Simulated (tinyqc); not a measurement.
# Inductance and parasitic capacitance from two readings

Inverse problem. A loss-free coil L in parallel with C shows the apparent inductance L/(1 - w^2 L C), w = 2 pi f. Find L, C and the self-resonance 1/(2 pi sqrt(L C)).

apparent inductance at 2 and 3.9 GHz (nH): [9.4294824, 18.887884]

Solution. The inverse of the reading is 1/L - w^2 C, a straight line in w^2.

L = 8.000 nH
C = 120.0 fF
self-resonance = 5.137 GHz

Numbers from tinyqc (`OMP_NUM_THREADS=1 python tinyqc.py 2302069 2302070 out.jsonl`; about 0.01 s on one thread of a shared Intel Xeon 2.30GHz).
